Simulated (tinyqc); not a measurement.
Band edges of strained Si(1-x)Ge(x) on relaxed Si(1-y)Ge(y), step by step. Values are carried at full precision from step to step, so a last printed digit may differ when a step is redone from the rounded ones.

Values are linear in the Ge fraction but for ED(x) = linear - CD x (1 - x) and a(x) = linear - Ca x (1 - x). Energies are on the common scale of Ev.

Parameters, chosen for this exercise (end members near Si and Ge, in this order; shifted at random, so the results belong to these values and not to a real crystal):
```
symbol  value           unit      meaning
a       (5.432, 5.656)  angstrom  lattice constant
Dso     (0.043, 0.291)  eV        spin-orbit splitting
av      (2.46, 1.25)    eV        valence hydrostatic potential
b       (-2.11, -2.58)  eV        tetragonal shear potential
d       (-4.87, -5.33)  eV        trigonal shear potential
C11     (167.4, 127.9)  GPa
C12     (63.4, 47.6)    GPa
C44     (78.7, 67.3)    GPa
Ev      (0, 0.64)       eV        top of the unstrained valence band
ED      (1.147, 0.94)   eV        gap to the Delta valleys
EL      (2.034, 0.747)  eV        gap to the L valleys
aD      (1.7, 1.3)      eV        hydrostatic potential of the Delta gap
aL      (-3.12, -2.68)  eV        hydrostatic potential of the L gap
XuD     (9.3, 9.11)     eV        uniaxial potential, Delta
XuL     (15.6, 14.7)    eV        uniaxial potential, L
CD      0.223           eV        bowing of the Delta gap
Ca      0.024           angstrom  bowing of the lattice constant
x       0.34                      Ge fraction of the layer
y       0                         Ge fraction of the relaxed buffer
face    001                       growth face
```

## Values of the layer and the buffer

Interpolate at x and at y.

Interpolated values (a in angstrom, C11, C12, C44 in GPa, all else in eV):
```
symbol,layer,buffer
a,5.5028,5.4320
Dso,0.1273,0.0430
av,2.0486,2.4600
b,-2.2698,-2.1100
d,-5.0264,-4.8700
C11,153.9700,167.4000
C12,58.0280,63.4000
C44,74.8240,78.7000
Ev,0.2176,0.0000
ED,1.0266,1.1470
EL,1.5964,2.0340
aD,1.5640,1.7000
aL,-2.9704,-3.1200
XuD,9.2354,9.3000
XuL,15.2940,15.6000
```

## Strain of the layer on a (001) buffer

Coherent growth on a (001) face: e_par = (a(y) - a(x))/a(x), e_perp = -2 (C12/C11) e_par; exx = eyy = e_par, ezz = e_perp, no shear.

Use the elastic constants of the layer.

e_par = -0.012862
e_perp = 0.009695

strain tensor in the cubic axes:
```
,x,y,z
x,-0.012862,0.000000,0.000000
y,0.000000,-0.012862,0.000000
z,0.000000,0.000000,0.009695
```

The layer is under compression in the plane; its volume changes by -1.603 %.

## Conduction valleys of the layer

A valley with unit axis u lies at Ev + gap + (av + a_valley) tr(e) + Xu (u.e.u - tr(e)/3); the Delta axes are x, y, z and the L axes [111], [1-1-1], [-11-1], [-1-11]. The second-order shift of the Delta valleys under shear is left out; it lowers the pair normal to the sheared plane by tens of meV at a shear of 1 %.

Give the hydrostatic shifts, the uniaxial shifts and the edges.

hydrostatic shifts of Delta and L (eV): -0.0579  0.0148

uniaxial shifts (eV): Delta x -0.0694, Delta y -0.0694, Delta z 0.1389, L [111] 0.0000, L [1-1-1] 0.0000, L [-11-1] 0.0000, L [-1-11] 0.0000

valley edges (eV): Delta x 1.1168, Delta y 1.1168, Delta z 1.3252, L [111] 1.8288, L [1-1-1] 1.8288, L [-11-1] 1.8288, L [-1-11] 1.8288

The lowest set is Delta4 (the digit counts whole valleys) at 1.1168 eV; the Delta valleys spread over 208 meV and the L valleys over 0 meV.

## Valence edges of the layer

Valence edges: Ev plus the levels of the 6 x 6 matrix of X, Y, Z times spin with -Dso/3 + l exx + m (eyy + ezz) on the diagonal (cyclic), n exy off it, l = av + 2 b, m = av - b, n = sqrt(3) d. Spin-orbit term (Dso/3) L.sigma on X, Y, Z with (L_k)_ij = -i epsilon_kij: <X+|H|Y+> = -i Dso/3, <X+|H|Z-> = Dso/3, <Y+|H|Z-> = -i Dso/3, <Z+|H|X-> = -Dso/3, <Z+|H|Y-> = i Dso/3, <X-|H|Y-> = i Dso/3, and their conjugates; + and - are the spin along z.

Give the strain block and the three twofold edges.

strain block (eV):
```
,X,Y,Z
X,0.0184,0,0
Y,0,0.0184,0
Z,0,0,-0.1352
```

edges from the top (eV): 0.2360  0.1773  0.0137

The top two edges are split by 59 meV.

## Gap and offsets against the buffer

Buffer: Ev(y) and Ec = Ev(y) + min(ED, EL). dEc = Ec(buffer) - Ec(layer), dEv = Ev(layer) - Ev(buffer); positive values confine the carrier in the layer; type I if both have one sign.

gap of the strained layer = 0.8809 eV
gap of the buffer = 1.1470 eV
dEc = 0.0302 eV
dEv = 0.2360 eV

Type I: electrons collect in the layer (30 meV) and holes in the layer (236 meV). The relaxed layer would have a gap of 1.027 eV, so strain has moved it by -146 meV. An offset this small is within the spread of published parameter sets, so the type is not settled by this model.

## Checks

- Mean of the three Delta edges against the hydrostatic shift alone (eV): both 1.18627.

Run: tinyqc, `OMP_NUM_THREADS=1 python tinyqc.py 1050107 1050108 out.jsonl`; Intel(R) Xeon(R) Processor @ 2.30GHz, one thread, shared host; about 0.01 s of CPU time with all checks.
